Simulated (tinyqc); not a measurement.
## Electron continuity equation in a given potential, Scharfetter-Gummel discretisation: three discretisations compared

Steady state in one dimension: J = q mu n E + q D dn/dx with E = -dpsi/dx and D = mu Vt, dJ/dx = q (n/tau - G), fixed densities nL and nR at the ends. The potential is given, psi = 0 for x < L/2 and U (2 x/L - 1) beyond, and is not changed by the electrons.

11 equal intervals. Fluxes J_i = (q D/h)(n_(i+1) P_i - n_i Q_i), d_i = (psi_(i+1) - psi_i)/Vt: Scharfetter-Gummel P = B(d), Q = B(-d), B(d) = d/(exp(d) - 1); central P = 1 - d/2, Q = 1 + d/2; upwind P = 1 + max(-d, 0), Q = 1 + max(d, 0). Balance at each inner node: J_i - J_(i-1) = q h (n_i/tau - G). The reference is Scharfetter-Gummel on 2200 intervals.

Parameters, values chosen for the exercise; mobility close to that of In0.53Ga0.47As at room temperature: temperature T = 273 K; electron mobility mu = 10900 cm^2/(V s); length of the region L = 0.12 um; density at x = 0 nL = 9.1e15 cm^-3; density at x = L nR = 1.1e17 cm^-3; lifetime tau = 2e-14 s; uniform generation rate G = 7e27 cm^-3 s^-1; potential difference psi(L) - psi(0) U = 0.44 V.

Constants: q = 1.602176634e-19 C, kB = 1.380649e-23 J/K, Vt = kB T/q. Results are converted to the units shown.

Densities (cm^-3):
```
node,Scharfetter-Gummel,central,upwind,reference
0,9.100e15,9.100e15,9.100e15,9.100e15
1,5.645e15,5.646e15,5.643e15,5.632e15
2,3.467e15,3.469e15,3.464e15,3.464e15
3,2.061e15,2.065e15,2.056e15,2.082e15
4,1.102e15,1.108e15,1.092e15,1.159e15
5,3.650e14,3.751e14,3.490e14,4.768e14
6,1.972e14,1.053e14,2.480e14,1.736e14
7,1.937e14,5.740e14,4.220e14,1.715e14
8,1.935e14,-1.377e15,1.253e15,1.727e14
9,2.941e14,6.649e15,5.170e15,2.743e14
10,3.613e15,-2.645e16,2.357e16,3.592e15
11,1.100e17,1.100e17,1.100e17,1.100e17
```

What does the comparison show, and why?

Largest errors as a share of the largest reference density listed: Scharfetter-Gummel 0.10 %, central 27 %, upwind 18 %. The largest |d| is 3.40. Central differences give 2 negative value(s), since P or Q changes sign once |d| exceeds 2. Upwinding stays positive but acts as if D were larger by the factor 1 + |d|/2, up to 2.70 here.

Range of the model: The drift velocity mu E exceeds 1e7 cm/s somewhere, where real mobilities no longer stay constant.

tinyqc, about 0.01 s, one thread, Intel Xeon 2.30GHz (shared host): `OMP_NUM_THREADS=1 python tinyqc.py 2220145 2220146 out.jsonl`
